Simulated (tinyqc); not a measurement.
MP2 on RHF in the sto-3g basis, for H4, spin multiplicity 1, step by step. One step of it, computed by the program tinyqc.

Problem. Second-order Moller-Plesset energy. E2 = sum_ijab (ia|jb) [2 (ia|jb) - (ib|ja)] / (e_i + e_j - e_a - e_b) over occupied i, j and virtual a, b; the opposite-spin part is (ia|jb)^2 / denominator, the rest is same-spin, and SCS-MP2 scales them by 6/5 and 1/3.

orbital energies (hartree): [-0.631691, -0.406617, 0.337165, 0.895815]

Two-electron integrals over orbitals (pq|rs), unique and non-zero (hartree):
```
(11|11) 0.493993    (21|11) -0.000279   (21|21) 0.166460    (22|11) 0.445066
(22|21) 0.000222    (22|22) 0.460198    (31|11) -0.075526   (31|21) -0.000165
(31|22) 0.006462    (31|31) 0.108084    (32|11) -0.000302   (32|21) 0.094143
(32|22) 0.000140    (32|31) 0.000106    (32|32) 0.128544    (33|11) 0.453299
(33|21) 0.000177    (33|22) 0.452843    (33|31) -0.010486   (33|32) 0.000090
(33|33) 0.473375    (41|11) 0.000188    (41|21) -0.039660   (41|22) -0.000043
(41|31) -0.000126   (41|32) 0.056607    (41|33) -0.000027   (41|41) 0.093835
(42|11) -0.080337   (42|21) -0.000135   (42|22) -0.008856   (42|31) 0.099435
(42|32) 0.000135    (42|33) -0.007575   (42|41) -0.000108   (42|42) 0.105794
(43|11) -0.000252   (43|21) 0.158885    (43|22) 0.000243    (43|31) -0.000148
(43|32) 0.095217    (43|33) 0.000200    (43|41) -0.037293   (43|42) -0.000139
(43|43) 0.170923    (44|11) 0.519749    (44|21) -0.000226   (44|22) 0.473040
(44|31) -0.080293   (44|32) -0.000293   (44|33) 0.489011    (44|41) 0.000183
(44|42) -0.089631   (44|43) -0.000219   (44|44) 0.578153
```

Hartree-Fock energy = -2.12917300 hartree

Give: Terms; Pair energies; MP2 correlation energy; SCS-MP2 correlation energy; MP2 total energy.

Solution.

Terms:
```
i  j  a  b    (ia|jb)    (ib|ja)  denominator       term
2  2  3  3      0.129      0.129       -1.488     -0.011
2  1  4  3      0.099      0.057       -2.271     -0.006
1  2  3  4      0.099      0.057       -2.271     -0.006
1  1  3  3      0.108      0.108       -1.938     -0.006
2  2  4  4      0.106      0.106       -2.605  -4.30e-03
1  1  4  4      0.094      0.094       -3.055  -2.88e-03
1  2  4  3      0.057      0.099       -2.271  -3.43e-04
2  1  3  4      0.057      0.099       -2.271  -3.43e-04
2  2  4  3   1.35e-04   1.35e-04       -2.046  -8.85e-09
2  2  3  4   1.35e-04   1.35e-04       -2.046  -8.85e-09
1  2  3  3   1.06e-04   1.06e-04       -1.713  -6.51e-09
2  1  3  3   1.06e-04   1.06e-04       -1.713  -6.51e-09
1  1  4  3  -1.26e-04  -1.26e-04       -2.496  -6.36e-09
1  1  3  4  -1.26e-04  -1.26e-04       -2.496  -6.36e-09
1  2  4  4  -1.08e-04  -1.08e-04       -2.830  -4.11e-09
2  1  4  4  -1.08e-04  -1.08e-04       -2.830  -4.11e-09
```

Pair energies (hartree; pair i-j sums ij and ji):
```
pair  opposite spin  same spin
1-1          -0.009          0
2-1          -0.012  -1.62e-03
2-2          -0.015          0
```

MP2 correlation energy = -0.03746 hartree

SCS-MP2 correlation energy = -0.04355 hartree

MP2 total energy = -2.16663 hartree
